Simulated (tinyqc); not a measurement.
Inside a calculation. Method: CIS on RHF in the sto-3g basis, for H3+, spin multiplicity 1. One step of it, computed by the program tinyqc.

Problem. CIS matrix, triplets. A(ia,jb) = (e_a - e_i) d_ij d_ab - (ij|ab).

orbital energies (hartree): [-0.974506, -0.137065, -0.136985]

Two-electron integrals over orbitals (pq|rs), unique and non-zero (hartree):
```
(11|11) 0.534488    (21|21) 0.147026    (22|11) 0.524754    (22|22) 0.617297
(31|11) 0.000014    (31|22) -0.104356   (31|31) 0.147028    (32|21) -0.104368
(32|32) 0.081775    (33|11) 0.524772    (33|22) 0.453785    (33|31) 0.104361
(33|33) 0.617302
```

Give: CIS matrix A, triplet.

Solution.

CIS matrix A, triplet (hartree), order 1>2, 1>3:
```
[[0.313, 0.000],
 [0.000, 0.313]]
```
